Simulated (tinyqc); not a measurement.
Standing waves and exposure in a photoresist film: one step. Intensity and exposure over the lowest period. Three cases, with inputs chosen for the exercise.

Problem. Nine depths from d - period to d. Without bleaching during the exposure the share of unexposed compound is m = exp(-C D I).

Normal incidence from air. Unexposed resist: N1 = n1 + i k1 with k1 = (A + B) lam/(4 pi), lam in micrometres. r01 = (1 - N1)/(1 + N1), t01 = 2/(1 + N1). Substrate Ns = ns + i ks: r12 = (N1 - Ns)/(N1 + Ns). With p = exp(2 pi i N1 d/lam), the field at depth z is E(z) = t01 [exp(2 pi i N1 z/lam) + r12 p^2 exp(-2 pi i N1 z/lam)]/(1 + r01 r12 p^2), the relative intensity I(z) = n1 |E(z)|^2 and the reflectance R = |(r01 + r12 p^2)/(1 + r01 r12 p^2)|^2.

Case 1.

Values chosen (a resist on Al, indices near tabulated ones; the results hold for these values, not for the real material):
- d = 452 nm (resist thickness)
- lam = 248 nm (vacuum wavelength)
- C = 0.028 cm^2/mJ (exposure rate (Dill C))
- D = 80 mJ/cm^2 (incident dose)

N1 = 1.7460000+0.0191432i
r12 = -0.472556-0.811226i
period = 71.0195 nm

Case 2.

Values chosen (a resist on Al, indices near tabulated ones; the results hold for these values, not for the real material):
- d = 853 nm (resist thickness)
- lam = 365 nm (vacuum wavelength)
- C = 0.026 cm^2/mJ (exposure rate (Dill C))
- D = 20 mJ/cm^2 (incident dose)

N1 = 1.7200000+0.0168466i
r12 = -0.690525-0.627958i
period = 106.1047 nm

Case 3.

Values chosen (a resist on Cu, indices near tabulated ones; the results hold for these values, not for the real material):
- d = 185 nm (resist thickness)
- lam = 193 nm (vacuum wavelength)
- C = 0.02 cm^2/mJ (exposure rate (Dill C))
- D = 15 mJ/cm^2 (incident dose)

N1 = 1.7130000+0.0179694i
r12 = 0.008593-0.511742i
period = 56.3339 nm

Give: Profile.

Solution.

Case 1.

Profile:
```
z (nm)      I      m
381.0   0.804  0.165
389.9   0.065  0.865
398.7   0.227  0.602
407.6   1.194  0.069
416.5   2.399  0.005
425.4   3.135  0.001
434.2   2.970  0.001
443.1   2.000  0.011
452.0   0.793  0.169
```

I runs from 0.065 to 3.135 on these points, so m runs from 0.001 to 0.865; the least exposed point listed lies 62.1 nm above the bottom.

Case 2.

Profile:
```
z (nm)      I      m
746.9   0.240  0.883
760.2   0.008  0.996
773.4   0.298  0.856
786.7   0.941  0.613
799.9   1.558  0.445
813.2   1.789  0.394
826.5   1.497  0.459
839.7   0.853  0.642
853.0   0.234  0.885
```

I runs from 0.008 to 1.789 on these points, so m runs from 0.394 to 0.996; the least exposed point listed lies 92.8 nm above the bottom.

Case 3.

Profile:
```
z (nm)      I      m
128.7   1.244  0.688
135.7   0.556  0.846
142.7   0.259  0.925
149.8   0.521  0.855
156.8   1.187  0.700
163.9   1.863  0.572
170.9   2.149  0.525
178.0   1.874  0.570
185.0   1.196  0.698
```

I runs from 0.259 to 2.149 on these points, so m runs from 0.525 to 0.925; the least exposed point listed lies 42.3 nm above the bottom.

Computed by tinyqc, one run a case: `OMP_NUM_THREADS=1 python tinyqc.py N N+1 out.jsonl` with N = 1681201, 1681224, 1681324; one thread of a shared Intel(R) Xeon(R) Processor @ 2.30GHz, about 0.01 s a run at most.
